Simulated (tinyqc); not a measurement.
Charge needed for a dipole step.

Two sheets of opposite charge dd apart with permittivity ei give the step D = q N dd/(eps0 ei).

Values chosen for this exercise: relative permittivity inside the dipole layer ei = 4.9; thickness of the dipole layer dd = 0.27 nm.

Constants: q = 1.602176634e-19 C, eps0 = 8.8541878128e-14 F/cm where lengths are in cm. Results are converted to the units shown.

Results:
```
N (cm^-2),D (V),field (MV/cm),"moment (debye/nm^2, 1 D = 3.33564e-30 C m)"
1e12,0.009971,0.3693,0.1297
2.7e12,0.02692,0.9971,0.3502
1.7e13,0.1695,6.278,2.205
4.5e13,0.4487,16.62,5.836
1.1e14,1.097,40.62,14.27
2.9e14,2.892,107.1,37.61
```

Estimate the missing row, N = 6.8e12 cm^-2.

Computed row:
```
N (cm^-2),D (V),field (MV/cm),"moment (debye/nm^2, 1 D = 3.33564e-30 C m)"
6.8e12,0.06780,2.511,0.8819
```

With this row back in the table: D is proportional to N, 0.1 V for 1.00e13 cm^-2. The same sheet as an uncompensated charge under 1 nm of a dielectric of permittivity 3.9 would shift the flat band by 0.465 V, and that shift would grow with thickness, which a dipole step does not. For N = 1.1e14, 2.9e14 the field exceeds 20 MV/cm; it acts over one bond length, where the sheet picture is only a bookkeeping device.

Program tinyqc, `OMP_NUM_THREADS=1 python tinyqc.py 2410085 2410086 out.jsonl`; Intel Xeon 2.30GHz, shared host, one thread, about 0.01 s.
